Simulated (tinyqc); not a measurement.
# Inputs raised by 10 %, one at a time

Model: ion implantation: universal nuclear stopping, Lindhard-Scharff electronic stopping and a Gaussian range profile. Computed by tinyqc, a small Python program. Command: `OMP_NUM_THREADS=1 python tinyqc.py 3012270 3012271 out.jsonl implant sens`. One thread of a shared host (Intel(R) Xeon(R) Processor @ 2.30GHz), about 0.2 s of CPU time with the checks.

An ion slows by elastic collisions with screened nuclei and by friction with electrons; channelling is ignored and the target is uniform.

Inputs (values chosen for the exercise, modelled on boron ions in silicon):
```
quantity                                 value    unit
ion atomic number Z1                         5       -
ion mass M1                                 11       u
target atomic number Z2                     14       -
target mass M2                           28.09       u
target density N                         49.94  1/nm^3
ion energy E                                96     keV
scale factor of electronic stopping k      1.3       -
dose Q                                 8.9e+14  1/cm^2
background C_B                         5.9e+15  1/cm^3
```

Method:
- Reduced energy eps = 32.53 M2 E/(Z1 Z2 (M1 + M2)(Z1^0.23 + Z2^0.23)), E in keV; s_n = ln(1 + 1.1383 eps)/(2 (eps + 0.01321 eps^0.21226 + 0.19593 eps^0.5)) for eps up to 30 and ln(eps)/(2 eps) above; S_n = 8.462 Z1 Z2 M1 s_n/((M1 + M2)(Z1^0.23 + Z2^0.23)) in 1e-15 eV cm^2.
- S_e = k 3.83 Z1^(7/6) Z2/(Z1^(2/3) + Z2^(2/3))^(3/2) sqrt(E/M1) in 1e-15 eV cm^2, E in keV.
- Path length R = int_0^E dE'/(N (S_n + S_e)); energy lost to nuclei nu = int_0^E S_n/(S_n + S_e) dE' (both with E' = E y^3 and 64 Gauss-Legendre points in y).
- Estimates of Lindhard type: R_p = R/(1 + M2/(3 M1)), straggle dR_p = (2/3) R_p sqrt(M1 M2)/(M1 + M2).
- C(x) = C_p exp(-(x - R_p)^2/(2 dR_p^2)) with C_p = Q/(sqrt(2 pi) dR_p), 1 nm = 1e-7 cm; the profile falls to the background at x_j = R_p + dR_p sqrt(2 ln(C_p/C_B)); the peak atomic fraction is C_p/N.

Runs; columns: (1) input moved; (2) from; (3) to; (4) straggle dR_p (nm); (5) peak concentration C_p (1/cm^3); (6) depth x_j where C falls to C_B (nm); (7) energy lost to nuclei nu (keV):
```
(1)                                        (2)       (3)     (4)         (5)     (6)     (7)
base run                                     -         -  73.637  4.8217e+19  558.20  24.353
ion energy E (keV)                          96     105.6  78.881  4.5012e+19  596.67  25.310
scale factor of electronic stopping k      1.3      1.43  68.823  5.1590e+19  522.80  22.874
background C_B (1/cm^3)                5.9e+15  6.49e+15  73.637  4.8217e+19  556.54  24.353
ion mass M1 (u)                             11      12.1  79.191  4.4836e+19  593.73  26.409
ion atomic number Z1                         5       5.5  67.389  5.2688e+19  512.23  25.134
target mass M2 (u)                       28.09    30.899  70.431  5.0412e+19  539.79  23.110
target atomic number Z2                     14      15.4  69.673  5.0961e+19  529.05  25.885
```

Exponents ln(y'/y) / ln(x'/x):
```
input                                  straggle dR_p  peak concentration C_p  depth x_j where C falls to C_B  energy lost to nuclei nu
ion energy E                                   0.722                  -0.722                           0.699                     0.404
scale factor of electronic stopping k         -0.709                   0.709                          -0.687                    -0.657
background C_B                                 0.000                   0.000                          -0.031                     0.000
ion mass M1                                    0.763                  -0.763                           0.648                     0.850
ion atomic number Z1                          -0.930                   0.930                          -0.902                     0.331
target mass M2                                -0.467                   0.467                          -0.352                    -0.550
target atomic number Z2                       -0.581                   0.581                          -0.563                     0.640
```

Which inputs matter most for each result?

Among the inputs moved here: straggle dR_p answers most in size to ion atomic number Z1 (exponent -0.930), next to ion mass M1 (+0.763); its exponent is below 0.0005 for background C_B. peak concentration C_p answers most in size to ion atomic number Z1 (exponent +0.930), next to ion mass M1 (-0.763); its exponent is below 0.0005 for background C_B. depth x_j where C falls to C_B answers most in size to ion atomic number Z1 (exponent -0.902), next to ion energy E (+0.699). Energy lost to nuclei nu answers most in size to ion mass M1 (exponent +0.850), next to scale factor of electronic stopping k (-0.657); its exponent is below 0.0005 for background C_B.

Caution (all rows): the estimates of R_p and dR_p assume mainly nuclear stopping and an ion not much lighter than the target; here they are rough, and for light ions in heavy targets the straggle can be low by a factor of two or more.

Extremes, crossings and ranges named in words are read from the listed rows.
